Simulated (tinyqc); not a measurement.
# Changing the metal thickness h

Model: growth of a silicide layer between metal and silicon: linear-parabolic kinetics, ramp anneals and Kissinger analysis. Computed by tinyqc, a small Python program. Command: `OMP_NUM_THREADS=1 python tinyqc.py 3000870 3000871 out.jsonl silicide sweep`. One thread of a shared host (Intel(R) Xeon(R) Processor @ 2.30GHz), about 0.08 s of CPU time with the checks.

One compound layer of thickness x grows by diffusion through itself and reaction at an interface, dx/dt = 1/(2x/K + 1/v), until the metal is used up at x = a h.

Inputs (values chosen for the exercise, modelled on CoSi2):

| quantity | value | unit |
|---|---|---|
| silicide formed per metal thickness a | 3.52 | - |
| silicon consumed per metal thickness b | 3.64 | - |
| prefactor of the parabolic constant K | 3.8e+14 | nm^2/s |
| activation energy E of K | 2.27 | eV |
| prefactor of the interface velocity v | 5e+13 | nm/s |
| activation energy E_v | 2.5 | eV |
| temperature T | 560 | C |
| time t | 14 | s |
| ramp rate beta | 0.5 | C/s |
| silicide resistivity | 15 | micro-ohm cm |
| junction depth x_j | 89 | nm |

Constants: k_B = 8.617333262e-05 eV/K.

Method:
- The silicide ends at the thickness a h.
- Silicon consumed b h, sheet resistance rho/(final thickness) with 1 micro-ohm cm/nm = 10 ohm; margin to the junction x_j - b h.
- K = K0 exp(-E/(k_B T)), v = v0 exp(-E_v/(k_B T)).
- Temperatures in kelvin are T(C) + 273.15.
- x^2/K + x/v = t, so x = (K/(2v)) [sqrt(1 + 4 v^2 t/K) - 1], capped at a h; completion time t_c = (a h)^2/K + a h/v, a h being the final thickness; crossover thickness K/v.
- Ramp from x = 0 at 100 C at the rate beta: dx/dT = (1/beta)/(2x/K + 1/v), integrated adaptively (tolerance 1e-9) until x = a h at T_f.

One run for each value:

| metal thickness h (nm) | completion time (s) | completion temperature T_f (C) | sheet resistance (ohm/square) | silicon consumed (nm) |
|---|---|---|---|---|
| 1.0 | 9.5132e+01 | 577.15 | 42.614 | 3.640 |
| 1.9 | 1.8376e+02 | 593.01 | 22.428 | 6.916 |
| 3.8 | 3.8019e+02 | 611.33 | 11.214 | 13.832 |
| 7.3 | 7.7525e+02 | 630.27 | 5.837 | 26.572 |
| 14.0 | 1.6516e+03 | 651.75 | 3.044 | 50.960 |
| 27.0 | 3.8017e+03 | 677.40 | 1.578 | 98.280 |
| 53.0 | 9.8833e+03 | 709.49 | 0.804 | 192.920 |
| 200.0 | 8.8940e+04 | 793.47 | 0.213 | 728.000 |

Give the missing row, metal thickness h (nm) = 100.0.

Computed row; columns: (1) metal thickness h (nm); (2) completion time (s); (3) completion temperature T_f (C); (4) sheet resistance (ohm/square); (5) silicon consumed (nm):
```
(1)           (2)     (3)    (4)      (5)
100.0  2.6904e+04  746.08  0.426  364.000
```

Interpolating between the two neighbouring rows (the first column on a logarithmic scale, the others too where they are positive) misses most in completion time (s), by 5.0 %. Over the rows, completion time (s) rises from 95.1 to 88900 (exponent d ln y / d ln x 1.0 between the first rows and 1.7 between the last); completion temperature T_f (C) rises from 577 to 793; sheet resistance (ohm/square) falls from 42.6 to 0.213 (exponent d ln y / d ln x about -1.0 throughout). At the low end the exponent of completion time is 1.03, close to 1: interface control. The exponent of sheet resistance stays at -1: R_s = rho/(a h). A thicker film lowers R_s but eats further into the junction.

Caution (rows 1.00, 1.90, 3.80): so thin a film has a resistivity above the bulk value and tends to agglomerate. Caution (all rows): a disilicide really forms through metal-rich phases and by nucleation, not as one layer from the metal.
